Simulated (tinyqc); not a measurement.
Inside a calculation. Method: CCSD on RHF in the sto-3g basis, for H3+, spin multiplicity 1. One step of it, computed by the program tinyqc.

Task: CCSD: starting amplitudes. t_ij^ab = <ij||ab> / (e_i + e_j - e_a - e_b), whose energy is MP2.

orbital energies (hartree): MO1 -1.050744, MO2 -0.103973, MO3 -0.103772

Two-electron integrals over orbitals (pq|rs), unique and non-zero (hartree):
```
p,q,r,s,(pq|rs)
1,1,1,1,0.560733
2,1,2,1,0.145058
2,2,1,1,0.547544
2,2,2,2,0.635965
3,1,1,1,0.000032
3,1,2,2,-0.099874
3,1,3,1,0.145060
3,2,2,1,-0.099901
3,2,3,2,0.078838
3,3,1,1,0.547582
3,3,2,2,0.478369
3,3,3,1,0.099887
3,3,3,3,0.635979
```

Give: Starting amplitudes; correlation energy.

Result:

Starting amplitudes (spin orbitals 1a, 1b, ...; amplitudes related by a flip of all spins are not repeated):
```
from,to,t
1a 1b,2a 2b,-0.077
1a 1b,3a 3b,-0.077
```

correlation energy = -0.02222 hartree
